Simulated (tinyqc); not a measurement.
# Floating body of a partially depleted SOI transistor: body voltage and kink: effects of single changes

Source at 0 V. Channel current Ic = 2 nf K Vt^2 [F(0) - F(Vd)](1 + la Vd), F(V) = ln^2(1 + exp((Vg - VT - nf V)/(2 nf Vt))), VT = VT0 - gb Vb. Saturation voltage Vs = 2 Vt sqrt(F(0)) + 3 Vt, excess Ve = (Vd - Vs + sqrt((Vd - Vs)^2 + 0.0004 V^2))/2, multiplication M1 = Ai Ve exp(-Bl/Ve). Each junction passes D(v) = J1 (exp(v/Vt) - 1) + J2 (exp(v/(2 Vt)) - 1). Bipolar current Ib = bb J1 (exp(Vb/Vt) - 1). The body settles where M1 (Ic + Ib) = D(Vb) + D(Vb - Vd) + Vb/Rb; drain current Id = (1 + M1)(Ic + Ib) - D(Vb - Vd).

Parameters, values chosen for the exercise; values of the order met in partially depleted silicon-on-insulator transistors:
```
symbol,value,unit,meaning
T,398,K,temperature
VT0,0.53,V,threshold at zero body voltage
gb,0.14,,fall of the threshold per volt of body voltage
nf,1.38,,slope factor
K,570,uA/(V^2 um),gain factor per width
la,0.02,1/V,channel-length modulation factor
Ai,3.14,1/V,impact-ionisation prefactor
Bl,6.9,V,impact-ionisation voltage
J1,2.4e-9,uA/um,diffusion saturation current of each junction
J2,1e-7,uA/um,recombination saturation current of each junction
bb,0,,gain of the lateral bipolar transistor on the diffusion current
Rb,20000,kohm um,"resistance of a weak body tie to the source (1e9 stands for no tie, and the term is then dropped)"
Vg,0.99,V,gate voltage
Vd,1.1,V,drain voltage
```

Constants: q = 1.602176634e-19 C, kB = 1.380649e-23 J/K, Vt = kB T/q. Results are converted to the units shown.

Each table varies one quantity; the others keep the values above.

## Output curve and kink

Rows with more than one solution for Vb (latch) are left out; dId/dVd by a forward difference over 1e-4 V, swing = 1e-4 V over the change of log10 Id; M1 under 1e-12 is printed as 0.

Output curve and kink:

| Vd (V) | Vb (V) | M1 | Id, floating (uA/um) | Id, grounded (uA/um) | ratio | dId/dVd, floating (uS/um) | dId/dVd, grounded (uS/um) |
|---|---|---|---|---|---|---|---|
| 1 | 0.007499 | 8.345e-6 | 44.92 | 44.72 | 1.005 | 5.610 | 0.8857 |
| 1.2 | 0.2159 | 2.121e-4 | 50.95 | 44.90 | 1.135 | 74.65 | 1.045 |
| 1.4 | 0.5822 | 0.001383 | 62.41 | 45.17 | 1.382 | 17.16 | 1.774 |
| 1.6 | 0.6477 | 0.006430 | 65.11 | 45.68 | 1.425 | 12.05 | 3.500 |
| 1.8 | 0.6888 | 0.01962 | 67.61 | 46.65 | 1.449 | 13.43 | 6.380 |
| 2 | 0.7190 | 0.04572 | 70.66 | 48.30 | 1.463 | 17.52 | 10.32 |
| 2.2 | 0.7426 | 0.08902 | 74.74 | 50.83 | 1.470 | 23.54 | 15.08 |

What does the table show?

Vb rises from 0.00750 to 0.743 V and the ratio of the currents rises from 1.00 to 1.47. The output conductance with a floating body exceeds the grounded value by the largest factor among the rows, 71.4, at Vd = 1.2 V, where Vb = 0.216 V and M1 = 2.12e-4.

## Transfer curve and swing

Same model as above.

Transfer curve and swing:

| Vg (V) | Vb (V) | M1 | Id, floating (uA/um) | Id, grounded (uA/um) | ratio | swing, floating (mV/decade) | swing, grounded (mV/decade) |
|---|---|---|---|---|---|---|---|
| 0.08 | 1.063e-5 | 0.003081 | 1.398e-4 | 1.398e-4 | 1.000 | 109.5 | 109.5 |
| 0.18 | 7.131e-5 | 0.003054 | 0.001138 | 0.001137 | 1.000 | 110.3 | 110.3 |
| 0.28 | 5.375e-4 | 0.002981 | 0.009009 | 0.008995 | 1.002 | 112.6 | 112.8 |
| 0.38 | 0.003711 | 0.002791 | 0.06663 | 0.06597 | 1.010 | 118.4 | 119.5 |
| 0.48 | 0.02021 | 0.002371 | 0.4272 | 0.4073 | 1.049 | 131.3 | 136.2 |
| 0.58 | 0.07066 | 0.001667 | 2.123 | 1.863 | 1.140 | 161.6 | 171.9 |
| 0.68 | 0.1314 | 9.277e-4 | 7.087 | 5.939 | 1.193 | 233.5 | 232.8 |
| 0.78 | 0.1405 | 4.401e-4 | 15.97 | 13.90 | 1.149 | 344.4 | 316.6 |
| 0.88 | 0.1045 | 1.841e-4 | 28.37 | 26.20 | 1.083 | 461.4 | 415.9 |

Vb goes from 1.06e-5 through a maximum of 0.140 (at Vg = 0.78 V among the rows listed) to 0.104 V. The smallest swing among the rows is 110 mV a decade with a floating body (at Vg = 0.08 V) and 110 with a grounded one; Vt ln 10 = 79.0. The floating swing is smaller by more than 3 % for Vg = 0.48, 0.58 V, where the rising Vb lowers the threshold as Vg rises. In the first row the floating body raises the current by a factor of 1.00.

Range of the model: The multiplication law is an empirical form chosen for the exercise; self-heating and capacitive coupling to the body are left out, and the linear laws are rough once Vb passes about 0.7 V or M1 about 0.1.

tinyqc, about 0.2 s, one thread, Intel Xeon 2.30GHz (shared host): `OMP_NUM_THREADS=1 python tinyqc.py 2182188 2182189 out.jsonl`
